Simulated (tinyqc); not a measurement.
The mass ratio: thresholds of impact ionisation and Auger recombination from band masses.

Parameters, chosen for this exercise (out of a larger set: near those of InSb, gap at low temperature and not tied to T; not measured data): Eg = 0.236 eV (gap at Gamma to the s-like level).

mu = me/mh is varied; thresholds in units of Eg for ionisation started by an electron, (1 + 2 mu)/(1 + mu), and by a heavy hole, (2 + mu)/(1 + mu).

Results:

| mu | electron (Eg) | hole (Eg) | electron (eV) | hole (eV) |
|---|---|---|---|---|
| 0.027 | 1.0263 | 1.9737 | 0.242 | 0.466 |
| 0.030 | 1.0291 | 1.9709 | 0.243 | 0.465 |
| 0.051 | 1.0485 | 1.9515 | 0.247 | 0.461 |
| 0.580 | 1.3671 | 1.6329 | 0.323 | 0.385 |
| 1.000 | 1.5000 | 1.5000 | 0.354 | 0.354 |
| 2.100 | 1.6774 | 1.3226 | 0.396 | 0.312 |

Give the missing row, mu = 1.500.

Computed row:
```
mu     electron (Eg)  hole (Eg)  electron (eV)  hole (eV)
1.500         1.6000     1.4000          0.378      0.330
```

The two thresholds add up to 3 Eg in every row and are equal, 3/2 Eg, at mu = 1. The lighter carrier has the lower threshold; in the first row the two differ by 0.224 eV, which would favour one carrier in avalanche multiplication. Real ionisation rates depend on the whole band structure and can be nearly equal although the edge masses differ.

tinyqc: `OMP_NUM_THREADS=1 python tinyqc.py 1880878 1880879 out.jsonl`; about 0.01 s, one thread, shared Intel(R) Xeon(R) Processor @ 2.30GHz.
